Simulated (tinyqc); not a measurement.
Trap density from the capacitance step.

Inverse problem. A junction with shallow donors Nd and a deep trap has C_HF = eps0 eps_r/W and C_LF = eps0 eps_r (Nd + Nt)/(Nd W + Nt xt), xt = W - lam. Find W, xt and Nt.

Parameters, values chosen for the exercise: relative permittivity eps_r = 12.5; shallow donor density Nd = 4.8e15 cm^-3.

Constants: eps0 = 8.8541878128e-14 F/cm where lengths are in cm. Results are converted to the units shown.

C_HF = 15.421062 nF/cm^2
C_LF = 15.605204 nF/cm^2
lam = 202.04426 nm

Solution. C_HF gives W. With y = C_LF/C_HF, Nt/Nd = (y - 1)/(1 - y xt/W).

W = 718 nm
xt = 516 nm
Nt = 2.10e14 cm^-3

Computed by the program tinyqc: `OMP_NUM_THREADS=1 python tinyqc.py 2050113 2050114 out.jsonl`, one thread of a shared Intel Xeon 2.30GHz, about 0.01 s for the whole run.
